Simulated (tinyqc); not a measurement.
Coherent transport through a tight-binding region between two chains, step by step. One step of it, computed by the program tinyqc.

Question. Transmission at E = -0.72 eV. Surface Green function g = (E - i sqrt(4 t^2 - E^2)) / (2 t^2); self-energy tc^2 g on each contact site; G = (E - H - Sigma)^(-1); Gamma = -2 Im Sigma; T = Gamma_L Gamma_R |G_LR|^2; local density of states -Im G_ii / pi.

H of the central region (eV), lower triangle:
```
           1          2         3
1   0.000000
2  -1.350000   0.330000
3   0.000000  -0.860000  0.000000
```

Leads: semi-infinite chains with site energy 0:
```
parameter                           value
lead hopping t (eV)              2.100000
coupling to the left lead (eV)   0.670000
coupling to the right lead (eV)  1.120000
left contact site                       1
right contact site                      3
```

E = -0.720000 eV

Give: g; G; local density of states; transmission.

Answer.

g = -0.0816-0.4691i 1/eV

G (1/eV), lower triangle:
```
                1               2                3
1  0.1343-0.4006i
2  0.7463-0.2237i  0.3428-0.2297i
3  0.7002+0.3557i  0.4099+0.0708i  -0.5987-0.4719i
```

local density of states (1/eV): 0.1275  0.0731  0.1502

transmission = 0.3058
